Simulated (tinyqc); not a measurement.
The window of frequencies: the 3-omega method: a line heater on a substrate with a thin film. Computed by tinyqc, a small Python program. Command: `OMP_NUM_THREADS=1 python tinyqc.py 3011551 3011552 out.jsonl threeomega walk`. One thread of a shared host (Intel(R) Xeon(R) Processor @ 2.30GHz), about 0.01 s of CPU time with the checks.

A current at angular frequency omega = 2 pi f heats the line at 2 omega with the amplitude P per length; the temperature swing Delta T at 2 omega gives a voltage at 3 omega. The substrate is taken as semi-infinite and isotropic, and the heat capacity of heater and film is left out.

Inputs (values chosen for the exercise, modelled on a low-k dielectric on sapphire):
```
quantity                      value           unit
substrate conductivity kappa   34.7        W/(m K)
substrate heat capacity C      3.07  1e6 J/(m^3 K)
heater half-width b             2.6     micrometre
power amplitude per length P     29            W/m
current frequency f              45             Hz
substrate thickness d_s         525     micrometre
```

Method:
- D = kappa/C; q = sqrt(2 i omega/D); penetration depth 1/|q| = sqrt(D/(2 omega)).
- Delta T_s = (P/(pi kappa)) int_0^infinity (sin x/x)^2 / sqrt(x^2 + (q b)^2) dx with (q b)^2 = i |q b|^2, averaged over the heater width (12 Gauss-Legendre points on each of the pieces 0, 14 log-spaced edges from 1e-5 to 1, and multiples of pi to 40 pi; the tail adds 1/(4 (40 pi)^2)).
- For |q| b much below 1: Delta T_s = (P/(pi kappa)) [-ln(|q| b) + eta - i pi/4], eta = 3/2 - C_E = 0.92278, with Euler's C_E = 0.5772157.
- The slope value uses each f and 2f: kappa = P ln 2/(2 pi [Delta T(f) - Delta T(2f)]).

diffusivity D = 11.3029 mm^2/s

Bare substrate; columns: (1) f (Hz); (2) penetration depth (micrometre); (3) |q| b; (4) in-phase (K); (5) out-of-phase (K); (6) narrow-line form (K); (7) kappa from the slope (W/(m K)):
```
(1)           (2)        (3)       (4)        (5)        (6)     (7)
1.3        831.80  0.0031258    1.7799   -0.20893     1.7799  34.700
13         263.04  0.0098845    1.4737   -0.20891     1.4737  34.701
130        83.180   0.031258    1.1674   -0.20874     1.1674  34.713
670        36.640   0.070961   0.94945   -0.20812    0.94928  34.766
2700       18.252    0.14245   0.76460   -0.20627    0.76390  34.962
13000      8.3180    0.31258   0.55814   -0.19951    0.55484  35.927
53000      4.1196    0.63113   0.38054   -0.18252    0.36792  39.434
270000     1.8252     1.4245   0.20345   -0.13861    0.15136  56.326
1.30e+06  0.83180     3.1258  0.094603  -0.080917  -0.057698  115.24
8.00e+06  0.33531     7.7540  0.038106  -0.035894   -0.29939  286.64
```

What does the comparison show, and why?

The slope gives kappa within 1 % up to |q| b = 0.14 (f = 2700 Hz) among these rows. The penetration depth stays under d_s/5 = 105 micrometre from f = 130 Hz up, so a usable window lies between the two. At high f the flow turns one-dimensional: in-phase and out-of-phase parts become equal in size (ratio 0.94 in the last row) and fall as f^(-1/2) (exponent -0.50). Caution: the penetration depth exceeds a fifth of the substrate thickness, so the back face is felt and the semi-infinite formula fails.
